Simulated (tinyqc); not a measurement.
Schottky barrier on an n-type semiconductor, non-linear Poisson equation by Newton steps: one step of the calculation.

One dimension, metal at x = 0, donor density C(x) = Nd, uniform. Energies are counted from the electron Fermi level of the semiconductor and the conduction-band edge is Ec = -psi, so n = Nc exp(psi/Vt); holes follow the Fermi level of the metal, at -V, so p = Nv exp((V - psi - Eg)/Vt). Ends: psi(0) = V - phiB and psi = Vt ln(Nd/Nc) deep inside. Boltzmann statistics, full ionisation, no current, no image force in the Poisson equation.

Problem. Converged densities, field and barrier lowering. n and p as above; E_i = -(psi_(i+1) - psi_i)/h_i; at the metal |E_0| = |E on interval 0| + q rho_0 (h_0/2)/(eps0 eps_r), rho_0 = p_0 - n_0 + C_0; image-force lowering dphi = sqrt(q |E_0|/(4 pi eps0 eps_r)).

Values chosen for this exercise; band and dielectric values those of a made-up semiconductor: temperature T = 300 K; band gap Eg = 0.71 eV; relative permittivity eps_r = 15; conduction-band density of states at T Nc = 1.26e19 cm^-3; valence-band density of states at T Nv = 5.29e18 cm^-3; bias of the metal against the semiconductor V = 0 V.

Constants: q = 1.602176634e-19 C, kB = 1.380649e-23 J/K, Vt = kB T/q, eps0 = 8.8541878128e-14 F/cm where lengths are in cm. Results are converted to the units shown.

| node | x (nm) | converged psi (V) | donor density C (cm^-3) |
|---|---|---|---|
| 0 | 0 | -0.43000000 | 4.5e17 |
| 1 | 3.2 | -0.37314830 | 4.5e17 |
| 2 | 6.95 | -0.31359934 | 4.5e17 |
| 3 | 11.3 | -0.25408487 | 4.5e17 |
| 4 | 16.5 | -0.19639985 | 4.5e17 |
| 5 | 22.5 | -0.14782377 | 4.5e17 |
| 6 | 29.5 | -0.11357893 | 4.5e17 |
| 7 | 37.7 | -0.09558772 | 4.5e17 |
| 8 | 47.3 | -0.08871788 | 4.5e17 |
| 9 | 58.6 | -0.08670597 | 4.5e17 |
| 10 | 71.8 | -0.08624281 | 4.5e17 |
| 11 | 87.2 | -0.08615779 | 4.5e17 |
| 12 | 105 | -0.08614415 | 4.5e17 |

Give: n; p; field E; |E_0| at the metal; image-force lowering.

Solution.

| node | n (cm^-3) | p (cm^-3) |
|---|---|---|
| 0 | 7.5282e11 | 1.0463e14 |
| 1 | 6.7882e12 | 1.1604e13 |
| 2 | 6.7941e13 | 1.1594e12 |
| 3 | 6.7910e14 | 1.1599e11 |
| 4 | 6.3241e15 | 1.2455e10 |
| 5 | 4.1404e16 | 1.9024e9 |
| 6 | 1.5571e17 | 5.0585e8 |
| 7 | 3.1230e17 | 2.5222e8 |
| 8 | 4.0736e17 | 1.9336e8 |
| 9 | 4.4033e17 | 1.7889e8 |
| 10 | 4.4829e17 | 1.7571e8 |
| 11 | 4.4976e17 | 1.7513e8 |
| 12 | 4.5000e17 | 1.7504e8 |

| interval | field E (kV/cm) |
|---|---|
| 0 | -177.66 |
| 1 | -158.80 |
| 2 | -136.81 |
| 3 | -110.93 |
| 4 | -80.96 |
| 5 | -48.92 |
| 6 | -21.94 |
| 7 | -7.16 |
| 8 | -1.78 |
| 9 | -0.35 |
| 10 | -0.06 |
| 11 | -0.01 |

|E_0| at the metal = 186.35 kV/cm
image-force lowering = 42.295 mV

tinyqc, about 0.06 s, one thread, Intel Xeon 2.30GHz (shared host): `OMP_NUM_THREADS=1 python tinyqc.py 2020147 2020148 out.jsonl`
